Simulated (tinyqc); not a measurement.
Ballistic Schottky-barrier transistor with a two-dimensional channel, WKB contacts: one step of the calculation.

Source Fermi level 0, drain Fermi level -Vd. Far from the contacts Ec = pn - psi, and the gate moves psi one to one; the band edges relax as exp(-x/lam) from pn at the source and pn - Vd at the drain; Ev = Ec - Eg. A carrier of energy w inside the channel band meets at a contact a barrier of height D (the contact edge beyond the channel edge): T = 1 for w >= D, else exp(-S), S = 4 lam sqrt(m/C) [sqrt(D - w) - sqrt(w) arctan sqrt((D - w)/w)], C = hbar^2/(2 m0). The two contacts combine as Ts Td/(Ts + Td - Ts Td).

Task. Current of the holes on a coarse grid. I/W = g (2 q^2/h) int T(w) [N(Es + w) - N(Ed + w)] dw with w the energy of motion along the channel, N(y) = (1/2 pi) sqrt(pi m kB T/C) Fm(-y/kB T), Fm(x) = (1/sqrt(pi)) int_0^infinity u^(-1/2)/(1 + exp(u - x)) du. Electrons: Ds = psi, Dd = psi - Vd, Es = Ec, Ed = Ec + Vd. Holes: Ds = -psi, Dd = Vd - psi, Es = -Ev, Ed = -Ev - Vd. The size of each current is taken; both flow from drain to source and add. Simpson's rule on nE equally spaced w from 0 to wm.

Values chosen for this exercise; channel values close to those of a black phosphorus layer:
```
symbol  value  unit                                    meaning
T         350     K                                temperature
Eg      0.889    eV                                   band gap
pn       0.41    eV     barrier for electrons at both contacts
mp       0.16    m0                                  hole mass
g           1                              valleys or subbands
lam       2.4    nm           screening length at the contacts
Vd        0.3     V                                 drain bias
ps      -0.54     V  band shift psi of the channel by the gate
wm        1.1    eV                      upper end of the grid
nE         15                               points of the grid
```

Constants: q = 1.602176634e-19 C, kB = 1.380649e-23 J/K, hbar = 1.054571817e-34 J s, h = 6.62607015e-34 J s, m0 = 9.1093837015e-31 kg, Vt = kB T/q, hbar^2/(2 m0) = 0.0380998212 eV nm^2. Results are converted to the units shown.

Wanted: w; Ts; Td; T; size of the supply difference; current.

Result.

```
point  w (eV)        Ts        Td         T  size of the supply difference (1/um)
0       0.000  5.267e-7  1.477e-8  1.437e-8                                 242.8
1       0.079  0.001049  3.649e-5  3.526e-5                                 304.2
2       0.157   0.01270  5.559e-4  5.328e-4                                 287.5
3       0.236   0.06442  0.003617  0.003437                                 223.8
4       0.314    0.2033   0.01501   0.01418                                 127.6
5       0.393    0.4610   0.04634   0.04395                                 28.20
6       0.471    0.7945    0.1149    0.1116                                 2.534
7       0.550     1.000    0.2391    0.2391                                0.1904
8       0.629     1.000    0.4280    0.4280                               0.01409
9       0.707     1.000    0.6674    0.6674                              0.001041
10      0.786     1.000    0.9036    0.9036                              7.693e-5
11      0.864     1.000     1.000     1.000                              5.685e-6
12      0.943     1.000     1.000     1.000                              4.201e-7
13      1.021     1.000     1.000     1.000                              3.104e-8
14      1.100     1.000     1.000     1.000                              2.294e-9
```

current = 25.90 uA/um

Range of the model: No scattering, image-force lowering, channel charge or band-to-band tunnelling; parabolic kappa overstates S deep in the gap.

Computed by the program tinyqc: `OMP_NUM_THREADS=1 python tinyqc.py 2390003 2390004 out.jsonl`, one thread of a shared Intel Xeon 2.30GHz, about 0.5 s for the whole run.
